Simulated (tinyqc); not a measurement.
Reset of a mushroom phase-change cell, hemispherical electro-thermal model: two steps of the calculation.

Current spreads from a hemispherical contact of radius r0 into a large dome with constant rho and ka: j = I/(2 pi r^2). With s = r0/r the steady rise is T - T0 = c (b s - s^2), c = I^2 rho/(8 pi^2 ka r0^2). The heat lost through the heater, (T(r0) - T0)/Rh, fixes b = (2 + g)/(1 + g), g = 1/(2 pi ka r0 Rh).

Values chosen for this exercise; values of the order of Ge-Sb-Te and related chalcogenides:
- T0 = 300 K (ambient temperature)
- Tm = 894 K (melting point)
- r0 = 37 nm (radius of the heater contact)
- rho = 7 mohm cm (resistivity of the hot chalcogenide)
- ka = 1.45 W/(m K) (its thermal conductivity)
- Rh = 40 K/uW (thermal resistance of the path through the heater)
- I = 1600 uA (reset current)

Problem 1. Constants and melting current. The peak lies at s = b/2 with the rise c b^2/4; melting starts at the current where that equals Tm - T0, and the molten shell spans the roots of s^2 - b s + (Tm - T0)/c = 0 (s at most 1). Electrical resistance rho/(2 pi r0).

Find: g; b; resistance; radius of the peak; melting current; power at that current.

Solution 1.

g = 0.07416
b = 1.931
resistance = 0.3011 kohm
radius of the peak = 38.32 nm
melting current = 1194 uA
power at that current = 429.6 uW

Problem 2. Temperature profile and molten shell. 

r, point 0 to 7 (nm): [37, 42.5, 50, 59.2, 74, 96.2, 129.5, 185]
b = 1.9309569

Wanted: c; T; peak T; inner radius of the melt; outer radius of the melt.

Solution 2.

c = 1143.3 K
T, point 0 to 7 (K): [1364.4, 1355.5, 1307.6, 1233.2, 1118.0, 980.00, 837.45, 695.82]
peak T = 1365.8 K
inner radius of the melt = 37.000 nm
outer radius of the melt = 114.51 nm

The melt reaches the contact.

Range of the model: Constant properties, no latent heat, thermoelectric terms, boundary resistance or heating in the heater itself.

Computed by the program tinyqc: `OMP_NUM_THREADS=1 python tinyqc.py 2490057 2490058 out.jsonl`, one thread of a shared Intel Xeon 2.30GHz, about 0.01 s for the whole run.
